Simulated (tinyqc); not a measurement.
What moves the response: phonon-assisted absorption at an indirect gap.

alpha(E) = sum_j A_j [N_j (E - Eg + w_j)^2 + (N_j + 1)(E - Eg - w_j)^2], each bracket counted only where its base is positive; N_j = 1/(exp(w_j/kB T) - 1). The first term absorbs a phonon and the second emits one; excitons and direct transitions are left out.

Photodiode (Gaertner form with a dead layer): QE = (1 - R) exp(-alpha xj) [1 - exp(-alpha W)/(1 + alpha L)], R = ((nr - 1)/(nr + 1))^2; responsivity = QE/E in A/W for E in eV.

Constants: kB = 8.617333262e-05 eV/K.

Parameters, chosen for this exercise (loosely those of Si at room temperature; Eg is not tied to T; not measured data):
```
symbol  value         unit         meaning
Eg      1.142         eV           indirect gap, held fixed unless listed
w       (56.4, 17.8)  meV          two zone-edge phonons
A       (2700, 680)   1/(cm eV^2)  their strengths
T       300           K
E       1.554         eV           photon energy
nr      3.57                       refractive index
xj      0.088         micrometre   dead layer at the surface
W       5.7           micrometre   depleted width
L       84            micrometre   minority diffusion length below it
```

At the energy E. Each row changes one parameter from the base and keeps the others.

Results:
```
case                   alpha (1/cm)      QE
base                          799.3  0.6231
Eg = 1.122 eV                 884.6  0.6298
T = 350 K                     904.8  0.6312
W = 11.4 micrometre           799.3  0.6436
L = 42 micrometre             799.3  0.5802
xj = 0.176 micrometre         799.3  0.6188
nr = 3.75                     799.3  0.6059
```

The largest shifts from the base row, up to three for each result and ties (the steps differ in size, so this ranks the rows, not the parameters). alpha (1/cm): T +105, Eg +85.2; unchanged at the printed digits by W, L, xj and nr. QE: L -0.0430, W +0.0204, nr -0.0173.

Run: tinyqc, `OMP_NUM_THREADS=1 python tinyqc.py 1681204 1681205 out.jsonl`; Intel(R) Xeon(R) Processor @ 2.30GHz, one thread, shared host; about 0.01 s of CPU time with all checks.
